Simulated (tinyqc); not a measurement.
What moves the results: band edges of strained Si(1-x)Ge(x) on relaxed Si(1-y)Ge(y). A value that a table varies takes the place of the one given here.

Values are linear in the Ge fraction but for ED(x) = linear - CD x (1 - x) and a(x) = linear - Ca x (1 - x). Energies are on the common scale of Ev.

Coherent growth on a (111) face: e_par = (a(y) - a(x))/a(x), e_perp = -(2 C11 + 4 C12 - 4 C44)/(C11 + 2 C12 + 4 C44) e_par; exx = eyy = ezz = (2 e_par + e_perp)/3 and exy = eyz = ezx = (e_perp - e_par)/3.

A valley with unit axis u lies at Ev + gap + (av + a_valley) tr(e) + Xu (u.e.u - tr(e)/3); the Delta axes are x, y, z and the L axes [111], [1-1-1], [-11-1], [-1-11]. The second-order shift of the Delta valleys under shear is left out; it lowers the pair normal to the sheared plane by tens of meV at a shear of 1 %.

Valence edges: Ev plus the levels of the 6 x 6 matrix of X, Y, Z times spin with -Dso/3 + l exx + m (eyy + ezz) on the diagonal (cyclic), n exy off it, l = av + 2 b, m = av - b, n = sqrt(3) d. Spin-orbit term (Dso/3) L.sigma on X, Y, Z with (L_k)_ij = -i epsilon_kij: <X+|H|Y+> = -i Dso/3, <X+|H|Z-> = Dso/3, <Y+|H|Z-> = -i Dso/3, <Z+|H|X-> = -Dso/3, <Z+|H|Y-> = i Dso/3, <X-|H|Y-> = i Dso/3, and their conjugates; + and - are the spin along z.

Coherent growth: e_par = (a(y) - a(x))/a(x). (001): e_perp = -2 (C12/C11) e_par; exx = eyy = e_par, ezz = e_perp, no shear. (111): e_perp = -(2 C11 + 4 C12 - 4 C44)/(C11 + 2 C12 + 4 C44) e_par; exx = eyy = ezz = (2 e_par + e_perp)/3 and exy = eyz = ezx = (e_perp - e_par)/3. (110): e_perp = -(C11 + 3 C12 - 2 C44)/(C11 + C12 + 2 C44) e_par; exx = eyy = (e_par + e_perp)/2, ezz = e_par, exy = (e_perp - e_par)/2, eyz = ezx = 0.

Parameters, chosen for this exercise (end members near Si and Ge, in this order; the results hold for these values, not for the real material): a = (5.436, 5.652) angstrom (lattice constant); Dso = (0.044, 0.286) eV (spin-orbit splitting); av = (2.44, 1.26) eV (valence hydrostatic potential); b = (-2.1, -2.54) eV (tetragonal shear potential); d = (-4.83, -5.3) eV (trigonal shear potential); C11 = (166.5, 128.3) GPa; C12 = (64.5, 47.7) GPa; C44 = (79.9, 66.1) GPa; Ev = (0, 0.66) eV (top of the unstrained valence band); ED = (1.135, 0.948) eV (gap to the Delta valleys); EL = (1.973, 0.736) eV (gap to the L valleys); aD = (1.63, 1.23) eV (hydrostatic potential of the Delta gap); aL = (-2.93, -2.83) eV (hydrostatic potential of the L gap); XuD = (9.02, 9.12) eV (uniaxial potential, Delta); XuL = (16.34, 15.49) eV (uniaxial potential, L); CD = 0.182 eV (bowing of the Delta gap); Ca = 0 angstrom (bowing of the lattice constant); face = 111 (growth face); y = 0.51 (Ge fraction of the relaxed buffer); x = 1 (Ge fraction of the layer).

## Composition of the layer

The buffer is kept. dEc = Ec(buffer) - Ec(layer), dEv = Ev(layer) - Ev(buffer); buffer edges Ev(y) and Ev(y) + min(ED, EL). The digit behind Delta or L counts whole valleys.

Results:

| x | e_par (%) | lowest valleys | gap (eV) | next valleys above (meV) | valence splitting (meV) | dEc (eV) | dEv (eV) |
|---|---|---|---|---|---|---|---|
| 0.00 | 2.03 | Delta6 | 1.037 | 376 | 231 | 0.067 | -0.110 |
| 0.14 | 1.46 | Delta6 | 1.024 | 383 | 158 | 0.063 | -0.093 |
| 0.29 | 0.86 | Delta6 | 1.013 | 379 | 86 | 0.047 | -0.066 |
| 0.43 | 0.31 | Delta6 | 1.002 | 362 | 28 | 0.020 | -0.028 |
| 0.57 | -0.23 | Delta6 | 0.969 | 288 | 18 | -0.017 | 0.043 |
| 0.71 | -0.77 | Delta6 | 0.916 | 144 | 54 | -0.066 | 0.144 |
| 0.86 | -1.34 | L3 | 0.850 | 18 | 84 | -0.112 | 0.256 |
| 1.00 | -1.87 | L3 | 0.655 | 177 | 109 | -0.024 | 0.364 |

The gap is 1.037 eV in the first row and 0.655 eV in the last. The lowest valleys change: Delta6 to L3 between x = 0.71 and 0.86. Per 0.1 of x the valence offset moves by +47 meV on average; the conduction offset lies between -112 and +67 meV, not monotonically. Electrons and holes sit on opposite sides in every row (type II). Offsets below about 30 meV are within the spread of parameter sets, so those rows do not settle the type. Strains above 2 % can be kept only in layers of a few nanometres.

## Composition of the buffer

The layer is kept. dEc = Ec(buffer) - Ec(layer), dEv = Ev(layer) - Ev(buffer); buffer edges Ev(y) and Ev(y) + min(ED, EL). The digit behind Delta or L counts whole valleys.

Results:

| y | e_par (%) | lowest valleys | gap (eV) | next valleys above (meV) | valence splitting (meV) | dEc (eV) | dEv (eV) |
|---|---|---|---|---|---|---|---|
| 0.45 | -2.10 | L3 | 0.645 | 173 | 116 | -0.047 | 0.408 |
| 0.53 | -1.80 | L3 | 0.658 | 179 | 106 | -0.016 | 0.349 |
| 0.61 | -1.49 | L3 | 0.671 | 184 | 94 | 0.017 | 0.290 |
| 0.69 | -1.18 | L3 | 0.685 | 190 | 80 | 0.052 | 0.230 |
| 0.76 | -0.92 | L3 | 0.696 | 174 | 66 | 0.085 | 0.178 |
| 0.84 | -0.61 | L3 | 0.709 | 116 | 46 | 0.106 | 0.119 |
| 0.92 | -0.31 | L3 | 0.723 | 58 | 25 | 0.053 | 0.059 |

The gap is 0.645 eV in the first row and 0.723 eV in the last. The lowest valleys are L3 throughout. Per 0.1 of y the valence offset moves by -74 meV on average; the conduction offset lies between -47 and +106 meV, not monotonically. Both carriers sit on one side for y = 0.61, 0.69, 0.76, 0.84 and 0.92, and on opposite sides elsewhere. Offsets below about 30 meV are within the spread of parameter sets, so those rows do not settle the type. Strains above 2 % can be kept only in layers of a few nanometres.

## The same layer on three faces

dEc = Ec(buffer) - Ec(layer), dEv = Ev(layer) - Ev(buffer); buffer edges Ev(y) and Ev(y) + min(ED, EL). The digit behind Delta or L counts whole valleys.

Results:

| face | e_par (%) | lowest valleys | gap (eV) | next valleys above (meV) | valence splitting (meV) | dEc (eV) | dEv (eV) | Delta spread (meV) | L spread (meV) |
|---|---|---|---|---|---|---|---|---|---|
| (001) | -1.87 | L4 | 0.720 | 17 | 112 | -0.102 | 0.377 | 298 | 0 |
| (111) | -1.87 | L3 | 0.655 | 177 | 109 | -0.024 | 0.364 | 0 | 355 |
| (110) | -1.87 | L2 | 0.597 | 152 | 111 | 0.030 | 0.367 | 124 | 281 |

On (001) only the Delta valleys split (298 meV), on (111) only the L valleys (355 meV), on (110) both (124 and 281 meV). The lowest valleys are L4 on (001), L3 on (111) and L2 on (110); the smallest gap is 0.597 eV on (110) and the largest 0.720 eV on (001).

## What each parameter does

dEc = Ec(buffer) - Ec(layer), dEv = Ev(layer) - Ev(buffer); buffer edges Ev(y) and Ev(y) + min(ED, EL). Each row changes one parameter from the base and keeps the others.

Results:

| case | gap (eV) | valence splitting (meV) | dEc (eV) | dEv (eV) |
|---|---|---|---|---|
| base | 0.6547 | 109.0 | -0.0244 | 0.3638 |
| x = 0.97 | 0.6964 | 104.0 | -0.0429 | 0.3406 |
| y = 0.54 | 0.6597 | 105.0 | -0.0124 | 0.3416 |
| CD = 0.232 eV | 0.6547 | 109.0 | -0.0369 | 0.3638 |
| av = (2.806, 1.449) eV | 0.6547 | 109.0 | -0.0187 | 0.3581 |
| XuD = (10.373, 10.488) eV | 0.6547 | 109.0 | -0.0244 | 0.3638 |
| Dso = (0.051, 0.329) eV | 0.6547 | 115.1 | -0.0244 | 0.3638 |
| b = (-2.415, -2.921) eV | 0.6547 | 109.0 | -0.0244 | 0.3638 |
| C12 = (74.175, 54.855) GPa | 0.6466 | 111.1 | -0.0201 | 0.3676 |

The largest shifts from the base row, up to three for each result and ties (the steps differ in size, so this ranks the rows, not the parameters). gap (eV): x +0.0417, C12 -0.0081, y +0.0050; unchanged at the printed digits by CD, av, XuD, Dso and b. valence splitting (meV): Dso +6.1, x -5.1, y -4.0; unchanged at the printed digits by CD, av, XuD and b. dEc (eV): x -0.0185, CD -0.0125, y +0.0120; unchanged at the printed digits by XuD, Dso and b. dEv (eV): x -0.0233, y -0.0223, av -0.0058; unchanged at the printed digits by CD, XuD, Dso and b. The lowest valleys of the layer are L3, so among the conduction-band potentials only those of that family reach the gap and dEc; the buffer is unstrained. A shift large enough to swap the lowest family would change that.

(tinyqc, `OMP_NUM_THREADS=1 python tinyqc.py 1050375 1050376 out.jsonl`, Intel(R) Xeon(R) Processor @ 2.30GHz, 1 thread, shared host, about 0.02 s.)
